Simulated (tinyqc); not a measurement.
Leakage against temperature: trap-assisted generation and recombination current of an abrupt junction. Computed by tinyqc, a small Python program. Command: `OMP_NUM_THREADS=1 python tinyqc.py 3015303 3015304 out.jsonl junctionleak walk`. One thread of a shared host (Intel(R) Xeon(R) Processor @ 2.30GHz), about 0.01 s of CPU time with the checks.

Depletion approximation, flat quasi-Fermi levels across the depleted layer, long neutral regions with minority lifetimes tau_n and tau_p, full ionisation and Boltzmann statistics. Voltages in exponents stand for e V.

Inputs (values chosen for the exercise, with bands and screening modelled on CdTe): gap E_g = 1.55 eV; electron mass m_e = 0.0978 m_0; valleys M_c = 1; hole mass m_h = 0.648 m_0; dielectric constant eps = 10; acceptor density N_A = 4.2e+16 cm^-3; donor density N_D = 6.5e+18 cm^-3; capture time tau_n = 9.6e-09 s; capture time tau_p = 1.5e-07 s; trap level E_t - E_i = 0.18 eV; electron diffusion coefficient D_n = 38 cm^2/s; hole diffusion coefficient D_p = 2.3 cm^2/s; reverse bias V_r = 1.1 V; temperature T = 300 K; tunnelling mass m_t = 0.14 m_0.

Field enhancement: Hurkx tunnelling factor.

Constants: k_B = 8.617333262e-05 eV/K; m_0 = 9.1093837015e-31 kg; k_B = 1.380649e-23 J/K; h = 6.62607015e-34 J s; e = 1.602176634e-19 C; eps_0 = 8.8541878128e-12 F/m; hbar = 1.054571817e-34 J s.

Method:
- N_c = 2 M_c (2 pi m_e k_B T/h^2)^(3/2) and N_v = 2 (2 pi m_h k_B T/h^2)^(3/2), masses in units of m_0.
- n_i = sqrt(N_c N_v) exp(-E_g/2 k_B T); V_bi = (k_B T/e) ln(N_A N_D/n_i^2); diffusion saturation current J_d0 = e n_i^2 [sqrt(D_n/tau_n)/N_A + sqrt(D_p/tau_p)/N_D].
- W = sqrt(2 eps eps_0 (V_bi - V)(1/N_A + 1/N_D)/e), x_p = W N_D/(N_A + N_D), x_n = W - x_p, peak field F_m = 2 (V_bi - V)/W; reverse bias means V = -V_r.
- Both capture times are divided by 1 + Gamma, Gamma = 2 sqrt(3 pi) (F/F_G) exp((F/F_G)^2), F_G = sqrt(24 m_t (k_B T)^3)/(e hbar) (the low-field Hurkx form), F being the local field, linear in x from 0 at the edges to F_m.
- Potential from the p edge: phi = (V_bi - V) x^2/(x_p W) on the p side and (V_bi - V)[1 - (W - x)^2/(x_n W)] on the n side; p = N_A exp(-phi/k_B T), n = n_i^2 exp(V/k_B T)/p; U = (n p - n_i^2)/[tau_p (n + n_i exp(dE/k_B T)) + tau_n (p + n_i exp(-dE/k_B T))], dE = E_t - E_i, n1 = n_i exp(dE/k_B T), p1 = n_i exp(-dE/k_B T); J_t = e int U dx by the trapezoid rule on 400 intervals on each side.
- The gap, capture times and diffusion coefficients are held fixed. J_g = -J_t at V = -V_r. The last column is -k_B d ln(J_g + J_d0)/d(1/T) from this row and the one above.

peak field F_m = 196503 V/cm

Reverse current:
```
T (K)  generation (A/cm^2)  diffusion (A/cm^2)  activation energy (eV)
240             1.8957e-18          3.4923e-27                       -
270             2.9138e-16          2.0562e-23                 0.93720
300             1.6996e-14          2.2057e-20                 0.94605
340             1.3071e-12          3.7155e-17                 0.95426
380             4.1497e-11          1.3596e-14                 0.96253
420             6.9703e-10          1.6657e-12                 0.97073
480             2.0518e-08          5.2539e-10                 0.98592
```

The activation energy goes from 0.937 to 0.986 eV. Generation alone gives about E_g/2 + dE if tau_p exp(dE/k_B T) exceeds tau_n exp(-dE/k_B T), else E_g/2 - dE, here 0.955 eV, plus 1.5 k_B T, less where tunnelling helps, and diffusion E_g = 1.55 eV plus 3 k_B T; generation rules in every row. Caution: one side is doped near or above its effective density of states, so Boltzmann statistics understate V_bi.

Extremes, crossings and ranges named in words are read from the listed rows.
